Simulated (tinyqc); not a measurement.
Inside a calculation. Method: CCD on RHF in the sto-3g basis, for H2, spin multiplicity 1. Computed by tinyqc, a small Python program that keeps every step (integrals from PySCF). Settings: charge = 0, multiplicity = 1, basis = sto-3g, method = RHF, energy threshold = 1e-10, iteration cap = 89, orthogonalisation = canonical, start = core, DIIS depth = 6, amplitude equations = CCD, DIIS depth for amplitudes = 4, cap on updates = 50. Command: `OMP_NUM_THREADS=1 python tinyqc.py 22653 22654 out.jsonl` (the two numbers bound the seeds that draw the settings). One thread of a shared host (Intel(R) Xeon(R) Processor @ 2.60GHz), about 0.04 s of CPU time with the checks. The early iterations of the SCF are left out here.

## One-electron integrals

Geometry (angstrom):
```
atom         x         y         z
H     0.000000  0.000000  0.000000
H     0.000000  0.000000  1.115000
```

Basis sto-3g: exponents (1/bohr^2) and contraction coefficients of normalised primitives:
```
element  l (shell)  exponent  coefficient
H            s (1)  3.425251     0.154329
H            s (1)  0.623914     0.535328
H            s (1)  0.168855     0.444635
```

Overlap, kinetic and nuclear-attraction integrals over the contracted functions; the nuclear repulsion is the sum of Za Zb / Rab.

nuclear repulsion = 0.47459840 hartree

overlap S:
```
          1H 1s     2H 1s
1H 1s  1.000000  0.431417
2H 1s  0.431417  1.000000
```

kinetic energy T (hartree):
```
          1H 1s     2H 1s
1H 1s  0.760032  0.074025
2H 1s  0.074025  0.760032
```

nuclear attraction V (hartree):
```
           1H 1s      2H 1s
1H 1s  -1.691939  -0.654543
2H 1s  -0.654543  -1.691939
```

core Hamiltonian H = T + V (hartree):
```
           1H 1s      2H 1s
1H 1s  -0.931907  -0.580518
2H 1s  -0.580518  -0.931907
```

## Two-electron integrals

Functions are numbered as in S; the eight-fold symmetry (ij|kl) = (ji|kl) = (kl|ij) leaves the list below.

Two-electron integrals (ij|kl) in chemists' order, unique and non-zero (hartree):
```
(11|11) 0.774606   (21|11) 0.259427   (21|21) 0.115798   (22|11) 0.442216
(22|21) 0.259427   (22|22) 0.774606
```

## Orthogonalisation

S = U s U^T; canonical form X = U s^(-1/2), so that X^T S X = 1. Each column of U has its largest component positive (the first on a tie).

eigenvalues of S: 0.568583  1.431417

X:
```
               1         2
1H 1s   0.937752  0.591020
2H 1s  -0.937752  0.591020
```

## Iteration 2 (converged): orbitals

converged F (hartree):
```
           1H 1s      2H 1s
1H 1s  -0.211609  -0.432402
2H 1s  -0.432402  -0.211609
```

Diagonalise F' = X^T F X, C = X C', fill 1 alpha and 1 beta electrons from the bottom; D = 2 C_occ C_occ^T. Each column has its largest component positive (the first on a tie).

F' = X^T F X (hartree):
```
          1          2
1  0.388322   0.000000
2  0.000000  -0.449912
```

orbital energies (hartree): MO1 -0.449912, MO2 0.388322

coefficients C:
```
            MO1        MO2
1H 1s  0.591020   0.937752
2H 1s  0.591020  -0.937752
```

D after iteration 2:
```
          1H 1s     2H 1s
1H 1s  0.698608  0.698608
2H 1s  0.698608  0.698608
```

## Convergence

Stop when the energy changes by less than 1e-10 hartree and every element of the error matrix X^T (F D S - S D F) X is below 3e-06.

Course of the cycle:
```
iteration  E (hartree)    change  largest element of the error matrix
1          -1.03190591         -                             3.08e-16
2          -1.03190591  0.000000                             3.08e-16
```

PySCF RHF in the same basis = -1.03190591 hartree

Converged in 2 iterations.

## Integrals over molecular orbitals

(pq|rs) = sum C_ip C_jq C_kr C_ls (ij|kl), one index at a time.

one-electron integrals over orbitals h = C^T H C (hartree):
```
           1          2
1  -1.056593   0.000000
2   0.000000  -0.618010
```

Two-electron integrals over orbitals (pq|rs), unique and non-zero (hartree):
```
(11|11) 0.606681   (21|21) 0.204201   (22|11) 0.605266   (22|22) 0.635211
```

## CCD: starting amplitudes

t_ij^ab = <ij||ab> / (e_i + e_j - e_a - e_b), whose energy is MP2.

Starting amplitudes (spin orbitals 1a, 1b, ...; amplitudes related by a flip of all spins are not repeated):
```
from      to          t
1a 1b  2a 2b  -0.121804
```

correlation energy = -0.02487252 hartree

## CCD: amplitude update 1

t_ij^ab D_ij^ab are set to the remaining terms of the spin-orbital equations, evaluated with the old amplitudes; for the doubles these are <ij||ab> + 1/2 <ab||ef> t_ij^ef + 1/2 <mn||ij> t_mn^ab + P(ij)P(ab) <mb||ej> t_im^ae + terms in t^2, D the orbital-energy denominators.

Amplitudes after update 1 (spin orbitals 1a, 1b, ...; amplitudes related by a flip of all spins are not repeated):
```
from      to          t
1a 1b  2a 2b  -0.175998
```

correlation energy = -0.03593887 hartree

## CCD: amplitude update 2

As before.

Amplitudes after update 2 (spin orbitals 1a, 1b, ...; amplitudes related by a flip of all spins are not repeated):
```
from      to          t
1a 1b  2a 2b  -0.198948
```

correlation energy = -0.04062532 hartree

## CCD: amplitude update 3

t_ij^ab D_ij^ab are set to the remaining terms of the spin-orbital equations, evaluated with the old amplitudes; for the doubles these are <ij||ab> + 1/2 <ab||ef> t_ij^ef + 1/2 <mn||ij> t_mn^ab + P(ij)P(ab) <mb||ej> t_im^ae + terms in t^2, D the orbital-energy denominators. DIIS then mixes the stored amplitudes.

DIIS coefficients: -0.706745  1.706745

Amplitudes after update 3 (spin orbitals 1a, 1b, ...; amplitudes related by a flip of all spins are not repeated):
```
from      to          t
1a 1b  2a 2b  -0.215168
```

correlation energy = -0.04393745 hartree

## CCD: convergence

E_corr = 1/4 sum <ij||ab> t_ij^ab; stop when the norm of the change is below 1e-8.

Course of the amplitude iterations:
```
update  correlation energy (hartree)  norm of the change
0                        -0.02487252                   -
1                        -0.03593887            1.08e-01
2                        -0.04062532            4.59e-02
3                        -0.04393745            1.90e-02
4                        -0.04391663            1.55e-04
5                        -0.04391407            3.40e-05
6                        -0.04391074            1.91e-05
7                        -0.04391078            2.31e-07
8                        -0.04391078            3.85e-10
```

Converged amplitudes (spin orbitals 1a, 1b, ...; amplitudes related by a flip of all spins are not repeated):
```
from      to          t
1a 1b  2a 2b  -0.215037
```

CCD total energy = -1.07581669 hartree

Converged in 8 updates, with DIIS from the third.
